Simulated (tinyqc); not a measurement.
# Worked calculation: capacitance of parallel on-chip lines from Laplace's equation on a mesh

Program tinyqc, `OMP_NUM_THREADS=1 python tinyqc.py 2790143 2790144 out.jsonl`; Intel Xeon 2.30GHz, shared host, one thread, about 1 s. Printed values are rounded.

Cross-section of an endless row of equal lines between two grounded planes; neighbours are driven in antiphase (+1 V and -1 V), so the plane midway between two lines is at 0 V. By symmetry one quarter is solved: x runs from the centre of a line (column 0, mirror) to that midplane (column 4, 0 V), y from the mid-height of the line (row 0, mirror) to the ground plane (row 4, 0 V). The line fills columns 0 to 2 and rows 0 to 2 at 1 V. Cells beside the line (below row 2) have e2, cells above have e1. Each link between nodes has the conductance g = mean permittivity of the two cells beside it (a cell beyond a mirror counts as 0), and the free nodes obey sum g (V_neighbour - V) = 0.

Parameters, values chosen for the exercise:
```
symbol  value  unit                                          meaning
e1        4.2        relative permittivity above and below the lines
e2          2                relative permittivity between the lines
om        1.4                                 over-relaxation factor
```

Constants: eps0 = 8.8541878128e-12 F/m. Results are converted to the units shown.

## Link conductances

gx[j, i] joins node (row j, column i) to column i + 1, gy[j, i] to row j + 1.

gx:
```
       col 0  col 1  col 2  col 3
row 0      1      1      1      1
row 1      2      2      2      2
row 2    3.1    3.1    3.1    3.1
row 3    4.2    4.2    4.2    4.2
row 4    2.1    2.1    2.1    2.1
```

gy:
```
       col 0  col 1  col 2  col 3  col 4
row 0      1      2      2      2      1
row 1      1      2      2      2      1
row 2    2.1    4.2    4.2    4.2    2.1
row 3    2.1    4.2    4.2    4.2    2.1
```

## Iteration 1: relaxation sweep

V at the start (V):
```
       col 0  col 1  col 2  col 3  col 4
row 0      1      1      1      0      0
row 1      1      1      1      0      0
row 2      1      1      1      0      0
row 3      0      0      0      0      0
row 4      0      0      0      0      0
```

One sweep visits the free nodes row by row from row 0, left to right, and replaces V by V + om (weighted mean of the neighbours - V), using new values at once.

V after sweep 1 (V):
```
          col 0     col 1     col 2     col 3     col 4
row 0  1.000000  1.000000  1.000000  0.350000  0.000000
row 1  1.000000  1.000000  1.000000  0.472500  0.000000
row 2  1.000000  1.000000  1.000000  0.456694  0.000000
row 3  0.350000  0.472500  0.515375  0.340224  0.000000
row 4  0.000000  0.000000  0.000000  0.000000  0.000000
```

## Iteration 2: relaxation sweep

As before.

V after sweep 2 (V):
```
          col 0     col 1     col 2     col 3     col 4
row 0  1.000000  1.000000  1.000000  0.540750  0.000000
row 1  1.000000  1.000000  1.000000  0.510105  0.000000
row 2  1.000000  1.000000  1.000000  0.443840  0.000000
row 3  0.540750  0.530644  0.448654  0.176283  0.000000
row 4  0.000000  0.000000  0.000000  0.000000  0.000000
```

## Course of the relaxation

Stop when no node changes by 1e-7 V. C = 4 eps0 sum g (difference of V along the link)^2, in aF/um.

Course of the iteration:
```
sweep  C (aF/um)  largest change (V)
1       344.3178               0.515
2       328.4158               0.191
3       325.0453              0.0810
4       324.4178              0.0380
5       324.3067              0.0165
6       324.2793              0.0150
7       324.2704             8.06e-3
8       324.2693             1.82e-3
9       324.2692             6.86e-4
10      324.2691             5.56e-4
11      324.2691             1.51e-4
12      324.2691             2.16e-5
13      324.2691             1.74e-5
14      324.2691             5.12e-6
15      324.2691             1.41e-6
16      324.2691             5.71e-7
17      324.2691             5.46e-7
18      324.2691             2.23e-7
19      324.2691             6.11e-8
```

Converged in 19 sweeps. Over the last four sweeps the change shrinks by about 0.46 a sweep. C comes down from above, since the solution minimises the energy.

## Capacitance per length

converged V (V):
```
          col 0     col 1     col 2     col 3     col 4
row 0  1.000000  1.000000  1.000000  0.484974  0.000000
row 1  1.000000  1.000000  1.000000  0.469947  0.000000
row 2  1.000000  1.000000  1.000000  0.394815  0.000000
row 3  0.488606  0.477213  0.420244  0.203765  0.000000
row 4  0.000000  0.000000  0.000000  0.000000  0.000000
```

C = 4 eps0 sum g (difference of V)^2 over all links (twice the energy of the four quarters, line at 1 V). Plate estimate without fringing: eps0 [2 e1 w/hd + 2 e2 t/(s/2)], w = 4 hx, t = 4 hx, s/2 = 2 hx, hd = 2 hx.

C = 324.2691 aF/um
plate estimate = 219.5839 aF/um

C depends on the shape only, not on the mesh step hx. Meshes 6, 12 and 24 times finer extrapolate (Aitken) to 298.4 aF/um; this mesh is 8.7 % above that, and the plate estimate is 26 % below it.
